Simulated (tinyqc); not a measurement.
Froehlich polaron in a polar crystal: one step, computed by the program tinyqc. Command: `OMP_NUM_THREADS=1 python tinyqc.py 3000031 3000032 out.jsonl frohlich walk`. One thread of a shared host (Intel(R) Xeon(R) Processor @ 2.30GHz), about 0.06 s of CPU time with the checks.

One electron in a parabolic band of mass m*, coupled to dispersionless LO phonons in the continuum model. Energies are in units of hbar omega unless marked, wave numbers in k_0 = sqrt(2 m* omega/hbar).

Question. Second-order perturbation theory. At T = 0 and k < k_0: E(k) = (k/k_0)^2 - alpha arcsin(k/k_0)/(k/k_0); so E(0) = -alpha, 1/m_p = (1 - alpha/6)/m*, and the mean number of phonons in the cloud at k = 0 is alpha/2. The Lee-Low-Pines variational state gives the same E(0) and m_p = m* (1 + alpha/6).

Inputs (values chosen for the exercise, modelled on indium phosphide): LO phonon energy hbar omega = 41 meV; electron wave number k/k_0 = 0.45.

coupling constant alpha = 0.1133488

Give: energy shift at k = 0; E(k); m*/m_p, second order; m_p/m*, Lee-Low-Pines; phonons in the cloud.

Answer.

energy shift at k = 0 = -4.647 meV

E(k) = 0.08493 hbar omega

m*/m_p, second order = 0.9811

m_p/m*, Lee-Low-Pines = 1.019

phonons in the cloud = 0.05667
